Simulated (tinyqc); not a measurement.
Charge-trap memory cell: one step of the calculation.

Channel, tunnel oxide, storage layer, blocking layer, gate. N electrons per area sit in a sheet at the centroid and shift the threshold by U = (q/eps0) N (tb/eb + xc tn/en). EOT = t1 + 3.9 (tn/en + tb/eb); tunnel field F = (Vg - U)/EOT; dN/dt = eta (J/q)(1 - N/Nm). Fowler-Nordheim: J = A F^2 exp(-B/F), A = q^2/(16 pi^2 hbar mo phi) (times 1e14 for A/cm^2 with F in V/nm, emitter mass m0), B = (4/3) sqrt(mo/C) phi^1.5, C = hbar^2/(2 m0).

Problem. Midpoint steps of growing length. N(half) = N + (d/2) r(N), N(new) = N + d r(N(half)), r = dN/dt; the step starts at d0 and is multiplied by gr each time. Field in the blocking layer (3.9 F + q N/eps0)/eb.

Values chosen for this exercise; oxide values close to those of silicon dioxide, storage layer close to silicon nitride, blocking layer close to aluminium oxide:
- phi = 3.06 eV (tunnel barrier)
- mo = 0.44 m0 (tunnelling mass)
- t1 = 4 nm (tunnel oxide (permittivity 3.9))
- tn = 8.5 nm (storage layer)
- en = 7.3 (its relative permittivity)
- tb = 10.7 nm (blocking layer)
- eb = 9 (its relative permittivity)
- xc = 0.46 (charge centroid, share of tn counted from the blocking side)
- eta = 0.38 (capture efficiency of an empty layer)
- Nm = 2.5e13 cm^-2 (trap density)
- Vg = 15.1 V (gate voltage less flat band and surface potential)
- d0 = 2.2e-6 s (first time step)
- gr = 2 (growth of the step)
- n = 9 (steps)

Constants: q = 1.602176634e-19 C, hbar = 1.054571817e-34 J s, m0 = 9.1093837015e-31 kg, eps0 = 8.8541878128e-14 F/cm where lengths are in cm, hbar^2/(2 m0) = 0.0380998212 eV nm^2. Results are converted to the units shown.

Find: t; N; U; F; blocking field.

Solution.

| step | t (s) | N (cm^-2) | U (V) | F (V/nm) | blocking field (V/nm) |
|---|---|---|---|---|---|
| 0 | 0 | 0 | 0.000 | 1.146 | 0.4965 |
| 1 | 2.200e-6 | 4.416e11 | 0.138 | 1.135 | 0.5009 |
| 2 | 6.600e-6 | 1.088e12 | 0.339 | 1.120 | 0.5073 |
| 3 | 1.540e-5 | 1.917e12 | 0.598 | 1.100 | 0.5154 |
| 4 | 3.300e-5 | 2.870e12 | 0.896 | 1.078 | 0.5248 |
| 5 | 6.820e-5 | 3.885e12 | 1.212 | 1.054 | 0.5348 |
| 6 | 1.386e-4 | 4.917e12 | 1.534 | 1.029 | 0.5449 |
| 7 | 2.794e-4 | 5.941e12 | 1.854 | 1.005 | 0.5550 |
| 8 | 5.610e-4 | 6.944e12 | 2.167 | 0.981 | 0.5649 |
| 9 | 0.001124 | 7.916e12 | 2.470 | 0.958 | 0.5745 |

Range of the model: The Fowler-Nordheim form needs F t1 above phi; trap-assisted paths and leakage through the blocking layer are left out.

Computed by the program tinyqc: `OMP_NUM_THREADS=1 python tinyqc.py 2130163 2130164 out.jsonl`, one thread of a shared Intel Xeon 2.30GHz, about 0.08 s for the whole run.
